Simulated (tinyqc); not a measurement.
# Doping from the ideality factor

Question. For thermionic-field emission over a Schottky barrier the ideality factor is n = u coth(u) with u = E00/Vt and E00 = (hbar/2) sqrt(Nd/(me m0 eps0 eps_r)) in SI units (volts). Find u, E00 and Nd.

Inputs (values chosen for the exercise); band and dielectric values close to those of gallium arsenide: temperature T = 400 K; electron mass me = 0.0657 m0; relative permittivity eps_r = 12.9.

Constants: q = 1.602176634e-19 C, kB = 1.380649e-23 J/K, eps0 = 8.8541878128e-12 F/m, hbar = 1.054571817e-34 J s, m0 = 9.1093837015e-31 kg, Vt = kB T/q. Results are converted to the units shown.

n = 1.0362504

Solution. u coth(u) rises steadily from 1, so n fixes u; the definition of E00 then gives Nd.

u = 0.3310
E00 = 11.41 meV
Nd = 3.200e17 cm^-3

Numbers from tinyqc (`OMP_NUM_THREADS=1 python tinyqc.py 2640002 2640003 out.jsonl`; about 0.01 s on one thread of a shared Intel Xeon 2.30GHz).
